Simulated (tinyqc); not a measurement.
Choice of the trial orbital: Wannier function of the lower band of a two-orbital chain.

H(k) = [[-d/2 - 2 ta cos k, -t1 - t2 exp(-ik)], [-t1 - t2 exp(ik), d/2 - 2 tb cos k]], k in 1/a, Bloch sums with exp(ikR) and without the positions inside the cell. Mesh k_j = 2 pi j/N. Projection gauge: each lower eigenvector u is multiplied by the phase that makes <trial|u> real and positive (the one-band case of Loewdin orthogonalisation). Wannier amplitudes w(R) = (1/N) sum_k exp(ikR) u(k); hoppings H(R) = (1/N) sum_k exp(-ikR) E(k).

Parameters, chosen for this exercise: d = -0.64 eV (A at -d/2, B at +d/2); t1 = 1.85 eV (A-B in the cell); t2 = 0.62 eV (B to A of the next cell); ta = -0.1 eV (A-A between cells); tb = 0.29 eV (B-B between cells); xb = 0.38 a (position of B (A at 0)).

N = 16. Centre, Omega_I and Omega_D from overlaps (b = 2 pi/N, M_j = u_j^+ diag(1, exp(-i b xb)) u_(j+1); Omega_D = (1/(N b^2)) sum (arg M_j + b centre)^2).

Trial angle:
```
th (deg)  smallest projection  centre (a)  Omega_I (a^2)  Omega_D (a^2)
0                       0.602      0.2023        0.05453        0.01266
15                      0.788      0.2023        0.05453        0.00319
30                      0.920      0.2023        0.05453        0.00028
45                      0.984      0.2023        0.05453        0.00032
60                      0.958      0.2023        0.05453        0.00257
75                      0.851      0.2023        0.05453        0.00772
90                      0.687      0.2023        0.05453        0.01877
```

Omega_I is the same for all. Omega_D is smallest at 30 degrees (0.00028) and largest at 90 (0.01877). The centre does not move.

Run: tinyqc, `OMP_NUM_THREADS=1 python tinyqc.py 1451169 1451170 out.jsonl`; Intel(R) Xeon(R) Processor @ 2.30GHz, one thread, shared host; about 0.2 s of CPU time with all checks.
